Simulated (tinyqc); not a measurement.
From ballistic current I back to equivalent oxide thickness t: ballistic transport through the one-dimensional subbands of a rectangular nanowire or nanosheet channel. Computed by tinyqc, a small Python program. Command: `OMP_NUM_THREADS=1 python tinyqc.py 3005515 3005516 out.jsonl wire inv`. One thread of a shared host (Intel(R) Xeon(R) Processor @ 2.30GHz), about 0.07 s of CPU time with the checks.

Hard walls, parabolic subbands, transport along x. Energies are counted from the bulk conduction band edge at the top of the barrier, which the gate pulls down by U; the source Fermi level lies at the bulk edge when U = 0.

Inputs (values chosen for the exercise, modelled on silicon):
```
quantity                          value  unit
light mass m_t                     0.19   m_0
heavy mass m_l                    0.934   m_0
height a                            2.9    nm
width b                               5    nm
gate voltage above flat band V_G   0.41     V
drain voltage V_D                  0.01     V
temperature T                       300     K
```

Valleys: silicon [100] wire.

Constants: hbar^2/(2 m_0) = 3.80998212 eV angstrom^2; k_B = 8.617333262e-05 eV/K; m_0 = 9.1093837015e-31 kg; k_B = 1.380649e-23 J/K; hbar = 1.054571817e-34 J s; eps_0 = 8.8541878128e-12 F/m; e = 1.602176634e-19 C; h = 6.62607015e-34 J s.

Method:
- E_pq = (hbar^2 pi^2/2)(p^2/(m_y b^2) + q^2/(m_z a^2)); valley pairs: (m_x, m_y, m_z) = (m_t, m_t, m_l), (m_t, m_l, m_t), (m_l, m_t, m_t), each with degeneracy g = 2; the 10 lowest subbands are kept.
- F_j(eta) = (1/Gamma(j + 1)) int_0^infinity x^j/(1 + exp(x - eta)) dx, F_0 = ln(1 + exp(eta)). Integrals over x = E/(k_B T) use 160 Gauss-Legendre points in u = sqrt(x) from 0 to sqrt(max(eta, 0) + 32).
- With degeneracy g = 2, eta_i = (U - E_i)/(k_B T) and u = e V_D/(k_B T): line density n = sum_i g sqrt(2 m_x k_B T/pi)/(2 hbar) [F_-1/2(eta_i) + F_-1/2(eta_i - u)]; gate: e n = C_ox (V_G - U/e), C_ox = 3.9 eps_0 2 (a + b)/t (flat-plate estimate); I = (2 e k_B T/h) sum_i g [F_0(eta_i) - F_0(eta_i - u)].

Problem. A run gave the result below. Find the equivalent oxide thickness t, known to lie between 1.3 and 2.8 nm.

ballistic current I = 1.317814 microampere

Solution.

Each step takes the trial c = (a f_b - b f_a)/(f_b - f_a), f being the result less the target and a, b, c the logarithms of the listed values; c replaces end b, the old b replaces a if the sign of f changed, and otherwise f_a is halved.

Scan of the range:
```
equivalent oxide thickness t (nm)  ballistic current I (microampere)
1.30                                                         1.47011
1.48                                                         1.38316
1.68                                                         1.29957
1.91                                                         1.21554
2.17                                                         1.13254
2.46                                                         1.05199
2.80                                                         0.97061
```

False position (Illinois rule, in the logarithm of the input) inside the bracket:
```
step    end a    end b    trial  ballistic current I (microampere)
1     1.48000  1.68000  1.63415                            1.31775
2     1.48000  1.63415  1.63384                            1.31788
3     1.63415  1.63384  1.63400                            1.31781
```

Ballistic current I falls at every point of a 13-point scan of the range (every second point is shown), so one value fits; it is bracketed by 1.48 and 1.68. Answer: equivalent oxide thickness t = 1.634 nm.
